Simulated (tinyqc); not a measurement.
# Solubility, supersaturation, precipitation and gettering of an impurity in a silicon-like host, step by step

A worked calculation. Computed by tinyqc, a small Python program that keeps every step. Command: `OMP_NUM_THREADS=1 python tinyqc.py 3022221 3022222 out.jsonl ripen walk`. One thread of a shared host (Intel(R) Xeon(R) Processor @ 2.30GHz), about 0.01 s of CPU time with the checks. Intermediate numbers are printed to about 5 digits and carried at full precision; extremes and crossings named in words are read from the listed rows.

The wafer was saturated at T1 and is then held at T.

Inputs (values chosen for the exercise, modelled on chromium in silicon):

| quantity | value | unit |
|---|---|---|
| site density N0 | 5e+22 | 1/cm^3 |
| enthalpy of solution H | 2.78 | eV |
| entropy of solution S | 4.3 | k_B |
| diffusion prefactor D0 | 0.00056 | cm^2/s |
| migration energy Q | 0.802 | eV |
| temperature of saturation T1 | 1450 | K |
| anneal temperature T | 889 | K |
| sink density n | 3.4e+08 | 1/cm^3 |
| initial sink radius r0 | 20 | nm |
| impurity density in the precipitate C_p | 5.3e+22 | 1/cm^3 |
| interface energy gamma | 0.27 | J/m^2 |
| anneal time t | 15000 | s |
| wafer thickness w | 200 | micrometre |
| segregation energy E_g | 0.91 | eV |
| segregation prefactor k_0 | 0.052 | - |
| getter layer thickness t_g | 2.8 | micrometre |

Gettering: segregation gettering in a layer.

Constants: k_B = 8.617333262e-05 eV/K; k_B = 1.380649e-23 J/K.

## Solubility, diffusivity, supersaturation

C_eq(T) = N0 exp(S/k_B - H/(k_B T)); D(T) = D0 exp(-Q/(k_B T)); C0 = C_eq(T1). Supersaturation s = C0/C_eq(T); critical radius r* = 2 gamma/(C_p k_B T ln s); barrier W* = (4 pi/3) gamma r*^2. Strain energy is left out.

C0 = 8.0161e+14 1/cm^3

C_eq(T) = 6.4047e+08 1/cm^3

D(T) = 1.5908e-08 cm^2/s

supersaturation s = 1.2516e+06

critical radius r* = 0.059125 nm

W*/(k_B T) = 0.32211

Sinks of radius r0 are above r* and grow. The barrier is low enough for new nuclei to form. Caution: the barrier to homogeneous nucleation is below 35 k_B T for these inputs, so new precipitates would form and outnumber the fixed sinks assumed here. Caution: a critical radius of atomic size is outside the capillary model.

## Ham's law for sinks of fixed radius

tau0 = 1/(4 pi n r0 D); C_fixed(t) = C_eq + (C0 - C_eq) exp(-t/tau0). If all excess precipitates, the final radius is r_f = [r0^3 + 3 (C0 - C_eq)/(4 pi n C_p)]^(1/3), with tau_f = 1/(4 pi n r_f D).

tau0 = 7356.4 s

C_fixed(t) = 1.0433e+14 1/cm^3

final radius r_f = 26.505 nm

tau_f = 5551.0 s

The sinks grow 1.3 times, so the fixed radius underrates the later rate.

## Growing precipitates

Growing sinks: with y = r/r_f and y0 = r0/r_f, dy/dt = (1 - y^3)/(3 tau_f y), which integrates to t/tau_f = F(y) - F(y0), F(y) = (1/2) ln[(1 + y + y^2)/(1 - y)^2] - sqrt(3) arctan[(2y + 1)/sqrt(3)]; the share of the excess left is (1 - y^3)/(1 - y0^3), and C(t) = C_eq + (C0 - C_eq) x share.

radius at t = 26.074 nm

share of the excess left = 0.084158

C(t) with growing sinks = 6.7463e+13 1/cm^3

91.6 % of the excess has precipitated.

## Segregation into a layer on one face

k = k_0 exp(E_g/(k_B T)); in equilibrium the bulk keeps C/C0 = 1/(1 + k t_g/w). For a strong sink on one face the slowest diffusion mode has tau_w = 4 w^2/(pi^2 D), and C/C0 is estimated as c_eq + (1 - c_eq)(8/pi^2) sum over odd m up to 99 of exp(-m^2 t/tau_w)/m^2. Precipitation is left out here.

segregation coefficient k = 7496.0

equilibrium C/C0 = 0.0094389

tau_w = 10191 s

mean C/C0 at t = 0.19369

Limited by diffusion: far more is left than the 0.0094 that equilibrium would leave.

## The best anneal temperature for the time t

C_eq(T) = N0 exp(S/k_B - H/(k_B T)); D(T) = D0 exp(-Q/(k_B T)); C0 = C_eq(T1). r_f = [r0^3 + 3 (C0 - C_eq)/(4 pi n C_p)]^(1/3), tau_f = 1/(4 pi n r_f D).

Dissolved share after t:

| T (K) | C_eq/C0 | tau_f (s) | C(t)/C0 |
|---|---|---|---|
| 652 | 1.4923e-12 | 2.4948e+05 | 9.5522e-01 |
| 754 | 1.2045e-09 | 3.6175e+04 | 7.1773e-01 |
| 870 | 3.6170e-07 | 6.9769e+03 | 1.4446e-01 |
| 986 | 2.8376e-05 | 1.9819e+03 | 6.8721e-04 |
| 1102 | 8.8857e-04 | 7.3394e+02 | 8.8858e-04 |
| 1218 | 1.4439e-02 | 3.2921e+02 | 1.4439e-02 |
| 1320 | 1.1179e-01 | 1.8594e+02 | 1.1179e-01 |
| 1392 | 3.9573e-01 | 1.3756e+02 | 3.9573e-01 |

The lowest dissolved share among these rows is 6.9e-4 at 986 K. Above it solubility sets the floor; below it diffusion is too slow for this time. Solubility falls with H = 2.78 eV and diffusion with Q = 0.802 eV.

Checks made by the program: radius against numerical integration (relative difference below 1e-10).
